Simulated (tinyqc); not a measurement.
Inside a calculation. Model: lossy interposer transmission line with skin effect.

tinyqc, about 0.01 s, one thread, Intel Xeon 2.30GHz (shared host): `OMP_NUM_THREADS=1 python tinyqc.py 2810180 2810181 out.jsonl` Printed values are rounded.

A uniform line in a homogeneous dielectric: c = sqrt(er)/(c0 Z0), l = Z0 sqrt(er)/c0 (c0 = 299792458 m/s), g = w c td, w = 2 pi f. The resistance joins its limits as r = sqrt(r_dc^2 + r_hf^2), with r_dc = rho/(wd th), r_hf = kr rho/(2 delta (wd + th)), delta = sqrt(rho/(pi f mu0)), mu0 = 4 pi 1e-7 H/m; this is an interpolation, and internal inductance, up to 0.05 nH/mm at low frequency, is neglected.

Values chosen for this exercise:
- wd = 3.1 um (width of the strip)
- th = 2.2 um (thickness of the strip)
- rho = 1.8 uohm cm (resistivity)
- er = 3.5 (relative permittivity)
- td = 0 (loss tangent)
- Z0 = 40 ohm (lossless impedance sqrt(l/c))
- kr = 1.2 (factor for crowding and the return path)
- len = 21 mm (length)
- Rg = 25 ohm (source resistance)
- RL = 50 ohm (load resistance)
- CL = 20 fF (load capacitance)
- f = 1.7 GHz (frequency)

## Line constants

delta, r_dc, r_hf, r, l, c and g as defined.

delta = 1.63769 um
r_dc = 2.63930 ohm/mm
r_hf = 1.24427 ohm/mm
r = 2.91789 ohm/mm
l = 0.249617 nH/mm
c = 156.010 pF/m
g = 0 S/m

r is 1.11 times r_dc; the skin depth is 0.744 of the thickness.

## Propagation constant and impedance

gamma = sqrt((r + i w l)(g + i w c)) = alpha + i beta, Zc = sqrt((r + i w l)/(g + i w c)), roots with positive real part; loss 8.685889638 alpha in dB; phase velocity w/beta.

gamma len = 0.68750+1.55951i
Zc = 44.5641-19.6459i ohm
loss = 0.284360 dB/mm
phase velocity over c0 = 0.479778
r/(w l) = 1.09438

r exceeds w l, so the line behaves mainly as an RC line at this frequency.

## Reflection, input impedance and transfer

ZL = 1/(1/RL + i w CL); reflection (ZL - Zc)/(ZL + Zc); Zin = Zc (ZL + Zc tanh(gamma len))/(Zc + ZL tanh(gamma len)); H = V_load/V_source = [Zin/(Zin + Rg)]/[cosh(gamma len) + (Zc/ZL) sinh(gamma len)].

ZL = 49.9943-0.5340i ohm
reflection at the load = 0.013670+0.205035i
Zin = 42.0984-24.0443i ohm
H = 0.031116-0.352674i
|H| = -9.01884 dB
